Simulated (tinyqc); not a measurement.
Wafer bonding and layer transfer: bond energy, gap closing, particles, bonding of dissimilar wafers and hydrogen blisters: one step, computed by the program tinyqc.

gamma is the energy per area of each of the two surfaces; plates are isotropic, and both wafers have E1 and t1.

Question. Bond energy from the blade test. Two cantilevers opened by t_b: gamma = 3 t_b^2 E1 t1^3 E2 t2^3/(16 L^4 (E1 t1^3 + E2 t2^3)).

Inputs (values chosen for the exercise, with wafer 1 close to silicon): Young's modulus E1 = 142 GPa; thickness t1 = 775 micrometre; blade thickness t_b = 50 micrometre; crack length L = 19.2 mm.

Pair: two equal wafers.

Give: bond energy gamma.

Answer.

bond energy gamma = 0.1140 J/m^2

An error of 5 % in L changes gamma by about 20 %. This is the level of van der Waals or hydrogen bonds, as after contact at room temperature.
